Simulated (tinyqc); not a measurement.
From peak temperature T_m back to heating rate beta: admittance spectroscopy and thermally stimulated current of one trap level in a depletion layer. Computed by tinyqc, a small Python program. Command: `OMP_NUM_THREADS=1 python tinyqc.py 3113493 3113494 out.jsonl admit inv`. One thread of a shared host (Intel(R) Xeon(R) Processor @ 2.30GHz), about 0.02 s of CPU time with the checks.

A Schottky junction on n-type material holds one donor-like electron trap; shallow donors are fully ionised and abrupt depletion edges are assumed.

Inputs (values chosen for the exercise, modelled on n-type GaAs): density-of-states mass m = 0.0681 m_0; trap depth E_t below the band = 0.172 eV; capture cross section sigma = 2.9e-16 cm^2.

Constants: k_B = 1.380649e-23 J/K; m_0 = 9.1093837015e-31 kg; h = 6.62607015e-34 J s; k_B = 8.617333262e-05 eV/K.

Method:
- N_c = 2 (2 pi m k_B T/h^2)^(3/2), v_th = sqrt(3 k_B T/m), emission rate e_n = sigma v_th N_c exp(-E_t/(k_B T)).
- Thermally stimulated current without retrapping: filled share n(T) = exp(-(1/beta) int e_n dT), current proportional to e_n n; the peak obeys beta (E_t/(k_B T^2) + 2/T) = e_n(T). The integral starts at 0.5 T_m and uses 4000 trapezoid steps to 1.2 T_m.
- Chen's first-order estimate from the full width W = T_2 - T_1 between the half-height points: E = 2.52 k_B T_m^2/W - 2 k_B T_m.

Problem. A run gave the result below. Find the heating rate beta, known to lie between 1.2 and 2.2 K/s.

peak temperature T_m = 94.17012 K

Solution.

Each step takes the trial c = (a f_b - b f_a)/(f_b - f_a), f being the result less the target and a, b, c the logarithms of the listed values; c replaces end b, the old b replaces a if the sign of f changed, and otherwise f_a is halved.

Scan of the range:
```
heating rate beta (K/s)  peak temperature T_m (K)
1.20                                      93.4806
1.33                                      93.8626
1.47                                      94.2371
1.62                                      94.6033
1.80                                      95.0034
1.99                                      95.3873
2.20                                      95.7740
```

False position (Illinois rule, in the logarithm of the input) inside the bracket:
```
step    end a    end b    trial  peak temperature T_m (K)
1     1.33000  1.47000  1.44392                   94.1699
2     1.47000  1.44392  1.44400                   94.1701
3     1.47000  1.44400  1.44400                   94.1701
4     1.44400  1.44400  1.44400                   94.1701
```

Peak temperature T_m rises at every point of a 13-point scan of the range (every second point is shown), so one value fits; it is bracketed by 1.33 and 1.47. Answer: heating rate beta = 1.444 K/s.
